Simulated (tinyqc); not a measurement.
Programming of a floating-gate cell by Fowler-Nordheim tunnelling: two steps of the calculation.

Per tunnel area the floating gate has Ctun = 3.9 eps0/tox to the channel (0 V) and Ccg to the control gate, Ct = Ctun/(1 - ag), no other coupling. With the threshold shift U = -Q/Ccg the field is F = ag (Vg - U)/tox, and dU/dt = J/Ccg. Fowler-Nordheim: J = A F^2 exp(-B/F), A = q^2/(16 pi^2 hbar mo phi) (times 1e14 for A/cm^2 with F in V/nm, emitter mass m0), B = (4/3) sqrt(mo/C) phi^1.5, C = hbar^2/(2 m0).

Parameters, values chosen for the exercise; oxide values close to those of silicon dioxide:
- phi = 3.07 eV (tunnel barrier)
- mo = 0.49 m0 (tunnelling mass)
- tox = 6.1 nm (tunnel oxide thickness)
- ag = 0.57 (coupling ratio Ccg/Ct)
- ar = 5200 nm^2 (tunnel area)
- Vt0 = -1.1 V (threshold shift at the start)
- Vg = 11.4 V (control-gate voltage)
- dt = 25 us (time step)
- n = 12 (steps)

Constants: q = 1.602176634e-19 C, hbar = 1.054571817e-34 J s, m0 = 9.1093837015e-31 kg, eps0 = 8.8541878128e-14 F/cm where lengths are in cm, hbar^2/(2 m0) = 0.0380998212 eV nm^2. Results are converted to the units shown.

Task 1. Constants of the cell. A, B, Ccg = ag Ct, the starting field and current, K = A B ag/(Ccg tox), and the knee time t0 = exp(B/F(0))/K.

Wanted: A; B; Ccg; F(0); J(0); K; t0; electrons for 1 V of shift.

Result 1.

A = 1.025e8 A cm^-2 (V/nm)^-2
B = 25.72 V/nm
Ccg = 0.7504 uF/cm^2
F(0) = 1.168 V/nm
J(0) = 0.03820 A/cm^2
K = 3.282e14 1/s
t0 = 11.15 us
electrons for 1 V of shift = 243.5

Task 2. Explicit time steps against the exact solution. U(new) = U + dt J(F(U))/Ccg. Exact: exp(B/F(t)) = exp(B/F(0)) + K t, K = A B ag/(Ccg tox), and U = Vg - tox F/ag.

Give: t; F; J; U by steps; U exact.

Result 2.

```
step  t (us)  F (V/nm)  J (A/cm^2)  U by steps (V)  U exact (V)
0          0    1.1680    0.038204         -1.1000      -1.1000
1     25.000    1.0491   0.0025390          0.1728      -0.4662
2     50.000    1.0412   0.0020762          0.2574      -0.2032
3     75.000    1.0347   0.0017573          0.3265      -0.0380
4     100.00    1.0293   0.0015236          0.3851       0.0819
5     125.00    1.0245   0.0013446          0.4358       0.1755
6     150.00    1.0203   0.0012031          0.4806       0.2521
7     175.00    1.0166   0.0010884          0.5207       0.3169
8     200.00    1.0132   9.9344e-4          0.5570       0.3728
9     225.00    1.0101   9.1355e-4          0.5901       0.4220
10    250.00    1.0073   8.4539e-4          0.6205       0.4659
11    275.00    1.0046   7.8656e-4          0.6487       0.5055
12    300.00    1.0022   7.3527e-4          0.6749       0.5415
```

Range of the model: Programming fields of 10 MV/cm and more wear the oxide; trapping and the channel potential are ignored.

Numbers from tinyqc (`OMP_NUM_THREADS=1 python tinyqc.py 2130074 2130075 out.jsonl`; about 0.01 s on one thread of a shared Intel Xeon 2.30GHz).
